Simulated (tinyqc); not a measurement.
Worked calculation: coherent potential approximation for a binary alloy with a semi-elliptic band. Values are carried at full precision from step to step, so a last printed digit may differ when a step is redone from the rounded ones.

Site levels eA = -x d (share 1 - x) and eB = (1 - x) d (share x), so that their mean, the virtual crystal, is 0. Pure band: G0(z) = 2 (z - sqrt(z - W) sqrt(z + W))/W^2 with principal roots, density -Im G/pi per site. The medium has a self-energy S(z), G = G0(z - S), z = E + i eta. t_i = (e_i - S)/(1 - (e_i - S) G); the CPA demands <t> = (1 - x) tA + x tB = 0. Iteration: start at S = 0, set S(new) = S + <t>/(1 + <t> G), stop when |<t>| < 1e-9 eV.

Constants: hbar = 6.58211957e-16 eV s.

Values chosen for the exercise:
- W = 3.4 eV (half width of the pure band)
- x = 0.14 (fraction of B)
- d = 0.55 eV (eB - eA)
- eta = 0.068 eV (broadening)
- E = -0.84 eV (energy)

## First step: the average t-matrix

With S = 0 form G, tA, tB, <t> and the new S.

eA, eB (eV): -0.0770  0.4730

G = -0.14233-0.55836i 1/eV

tA, tB (eV): -0.0777-0.0034i  0.4176-0.1033i

<t> = -0.0084-0.0174i eV
S after one step = -0.0086-0.0175i eV

## The self-consistent medium

Iterate.

Iterations:
```
i             S (eV)           G (1/eV)  |<t>| (eV)
0            0.00000  -0.14233-0.55836i      0.0193
1  -0.00856-0.01746i  -0.14012-0.55579i    0.000102
2  -0.00866-0.01745i  -0.14010-0.55580i    5.34e-07
3  -0.00866-0.01745i  -0.14010-0.55580i    2.79e-09
4  -0.00866-0.01745i  -0.14010-0.55580i    1.46e-11
```

S = -0.00866-0.01745i eV
G = -0.14010-0.55580i 1/eV

Converged at i = 4. The first step gave -0.0086-0.0175i eV.

## Densities on A and B, and the lifetime

G_i = G/(1 - (e_i - S) G); densities -Im G_i/pi; their weighted sum must be -Im G/pi. Lifetime hbar/(2 |Im S|), which has a meaning only while |Im S| is small against W. Weak-scattering value of S: x (1 - x) d^2 G.

densities (1/eV): on A 0.1818, on B 0.1469, weighted sum 0.1769, medium 0.1769

lifetime = 18.9 fs
weak-scattering S = -0.0051-0.0202i eV

An A site carries the larger density here, by a factor 1.24; the weak-scattering value is 23 % from S.

## Checks

- Weighted sum of the partial densities against the density of the medium: both 0.17692.

(tinyqc, `OMP_NUM_THREADS=1 python tinyqc.py 1452856 1452857 out.jsonl`, Intel(R) Xeon(R) Processor @ 2.30GHz, 1 thread, shared host, about 0.01 s.)
